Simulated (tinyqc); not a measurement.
Direct against trap-assisted paths: tunnelling through a thin dielectric with one trap, as a tight-binding chain.

Hopping -t everywhere, t = c/(m a^2), c = hbar^2/2m0; lead sites at 2t (band bottom 0), barrier sites 1 to N at 2t + phi, and site j has U besides. No voltage. Leads give S = -t exp(ika) on sites 1 and N, cos(ka) = 1 - E/(2t). T = (2 t sin(ka))^2 |G_1N|^2, G = (E - H - S)^-1. In the barrier cosh(q a) = 1 + (phi - E)/(2t).

Resonance: the lowest eigenvalue of H + S(E), iterated until its real part equals E (40 rounds from Eb = phi + 2t - sqrt(4t^2 + U^2), the level in an endless barrier). With v the normalised squared amplitudes of that state, Gamma_L = 2 t sin(ka) v_1, Gamma_R = 2 t sin(ka) v_N; Breit-Wigner T = Gamma_L Gamma_R/((E - Er)^2 + (Gamma_L + Gamma_R)^2/4).

Constants: hbar^2/2m0 = 3.80998211 eV angstrom^2.

Parameters, chosen for this exercise (barrier and mass of the size used for SiO2 on silicon; shifted at random, so the results belong to these values and not to a real crystal): a = 3 angstrom (site spacing); m = 0.43 m0 (mass, the same in leads and barrier); phi = 2.86 eV (conduction edge of the barrier above that of the leads); U = -3.22 eV (extra energy on the trap site).

N odd, the trap in the middle, j = (N + 1)/2. Direct T is that without trap at the energy Er; area = 2 pi Gamma_L Gamma_R/(Gamma_L + Gamma_R). The exponents are the slopes of the logarithms between the last two rows, per angstrom.

Against thickness:
```
N   N a (angstrom)  Er (eV)  direct T  area (meV)
5             15.0   1.0553  1.25e-05        30.5
7             21.0   1.0547  7.81e-08        2.41
9             27.0   1.0547  4.90e-10       0.191
11            33.0   1.0547  3.08e-12      0.0151
13            39.0   1.0547  1.93e-14     0.00120
15            45.0   1.0547  1.21e-16    9.51e-05
17            51.0   1.0547  7.63e-19    7.54e-06
```

exponents (1/angstrom): direct 0.8451, through the trap 0.4225

How do the results move, and what explains it?

The direct path falls as exp(-0.845 d) and the path through a central trap as exp(-0.423 d), 2.00 times more slowly, since each step crosses half the layer. From 5 to 17 sites the first loses 13.2 decades and the second 6.6: in thicker layers even few traps rule the leakage. Inelastic capture with phonons is left out.

(tinyqc, `OMP_NUM_THREADS=1 python tinyqc.py 1482896 1482897 out.jsonl`, Intel(R) Xeon(R) Processor @ 2.30GHz, 1 thread, shared host, about 0.05 s.)
